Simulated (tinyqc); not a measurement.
# Read current of a NAND string, cells in series solved by shooting, step by step

tinyqc, about 0.5 s, one thread, Intel Xeon 2.30GHz (shared host): `OMP_NUM_THREADS=1 python tinyqc.py 2142085 2142086 out.jsonl` Printed values are rounded.

Cells in series, numbered from 0 at the source line (0 V) to the bit line, each followed by a gap resistance Rg. A cell with gate Vg, threshold VT, source Vs and drain Vd passes I = 2 nf K Vt^2 [F(Vs) - F(Vd)]/(1 + th max(Vg - VT, 0)), F(V) = ln^2(1 + exp((Vg - VT - nf V)/(2 nf Vt))). The selected cell has Vg = Vr, the others Vg = Vp.

Inputs (values chosen for the exercise); values of the order met in vertical NAND strings:
- T = 358 K (temperature)
- K = 9 uA/V^2 (gain factor of a cell)
- nf = 1.6 (slope factor)
- th = 0.1 1/V (mobility reduction factor)
- Rg = 4.2 kohm (resistance of the gap between cells)
- Vbl = 0.7 V (bit-line voltage)
- Vp = 7.1 V (pass voltage)
- Vr = 3.31 V (read voltage on the selected word line)

Constants: q = 1.602176634e-19 C, kB = 1.380649e-23 J/K, Vt = kB T/q. Results are converted to the units shown.

## Step 1: node voltages for a trial current

first trial current = 1.3 uA
thresholds from the source end, cell 0 to 3 (V): [2.2, -1.3, 4, -1.3]

For a trial current I start at 0 V and, cell by cell (the selected one is cell 0), solve for the drain: sqrt(F(Vd)) = sqrt(F(Vs) - I/k), k = 2 nf K Vt^2/(1 + th max(Vg - VT, 0)), Vd = [Vg - VT - 2 nf Vt ln(exp(sqrt F) - 1)]/nf, then add I Rg.

node voltage after each cell and gap, trial 1, cell 0 to 3 (V): [0.169417, 0.207678, 0.282913, 0.321929]

## Step 2: node voltages for a trial current

second trial current = 2.2 uA

As before.

node voltage after each cell and gap, trial 2, cell 0 to 3 (V): [0.326541, 0.393212, 0.538000, 0.607281]

## Course of the secant iteration

Secant steps on the end voltage less Vbl, from the two trials; a trial above the saturation current of a cell has no solution and is moved halfway to the previous trial. Stop below 1e-9 V.

Course of the iteration:

| iteration | I (uA) | end voltage - Vbl (V) | halvings |
|---|---|---|---|
| 1 | 2.49243 | 0.0244 | 0 |
| 2 | 2.43146 | -1.68e-3 | 0 |
| 3 | 2.43538 | -3.11e-5 | 0 |
| 4 | 2.43546 | 3.94e-8 | 0 |
| 5 | 2.43546 | -9.23e-13 | 0 |

Converged in 5 iterations to I = 2.4355 uA. The selected cell takes 52.8 % of the bit-line voltage and the gaps together 5.85 %.
